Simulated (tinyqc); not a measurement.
Two-dimensional electron gas with Rashba and Dresselhaus coupling: one step. Scales. Three cases, with inputs chosen for the exercise.

Problem. b1; mean Fermi wave vector k0 = sqrt(2 pi n) (1e11/cm^2 = 1e-5/angstrom^2); E0 = c k0^2/m; b3 = gam k0^2/4; kR = al m/(2c) and ER = al kR/2, the shift and depth of a pure Rashba band.

H = c k^2/m + al (ky sx - kx sy) + b1 (kx sx - ky sy) + gam kx ky (kx sy - ky sx), s the Pauli matrices, x = [100], c = hbar^2/2m0, b1 = gam (pi/L)^2 (hard walls). H = c k^2/m + B.s, so E = c k^2/m -/+ |B| and the lower state has its spin along -B.

Constants: hbar^2/2m0 = 3.80998211 eV angstrom^2.

Give: b1; k0; E0; b3; kR; ER.

Case 1.

Values chosen (of the size met in GaN; the results hold for these values, not for the real material):
- m = 0.2313 m0 (mass)
- al = 0.0057 eV angstrom (Rashba constant)
- gam = 0 eV angstrom^3 (bulk Dresselhaus constant)
- L = 249 angstrom (width of the (001) well)
- n = 3.8 1e11/cm^2 (sheet density (one subband filled))

Solution.

b1 = 0 eV angstrom
k0 = 0.01545 1/angstrom
E0 = 3.933 meV
b3 = 0 eV angstrom
kR = 0.0001730 1/angstrom
ER = 0.0004931 meV

There is no Dresselhaus term; kR is 1.1 % of k0.

Case 2.

Values chosen (of the size met in GaN; the results hold for these values, not for the real material):
- m = 0.2146 m0 (mass)
- al = 0.0063 eV angstrom (Rashba constant)
- gam = 0 eV angstrom^3 (bulk Dresselhaus constant)
- L = 221 angstrom (width of the (001) well)
- n = 5.6 1e11/cm^2 (sheet density (one subband filled))

Solution.

b1 = 0 eV angstrom
k0 = 0.01876 1/angstrom
E0 = 6.247 meV
b3 = 0 eV angstrom
kR = 0.0001774 1/angstrom
ER = 0.0005589 meV

There is no Dresselhaus term; kR is 0.9 % of k0.

Case 3.

Values chosen (of the size met in InGaAs; the results hold for these values, not for the real material):
- m = 0.0396 m0 (mass)
- al = 0.18 eV angstrom (Rashba constant)
- gam = 25.7 eV angstrom^3 (bulk Dresselhaus constant)
- L = 212 angstrom (width of the (001) well)
- n = 8.9 1e11/cm^2 (sheet density (one subband filled))

Solution.

b1 = 0.005644 eV angstrom
k0 = 0.02365 1/angstrom
E0 = 53.802 meV
b3 = 0.003593 eV angstrom
kR = 0.0009354 1/angstrom
ER = 0.08419 meV

The ratio al/(b1 - b3) is 87.77; kR is 4.0 % of k0.

Computed by tinyqc, one run a case: `OMP_NUM_THREADS=1 python tinyqc.py N N+1 out.jsonl` with N = 1450930, 1451013, 1451289; one thread of a shared Intel(R) Xeon(R) Processor @ 2.30GHz, about 0.01 s a run at most.
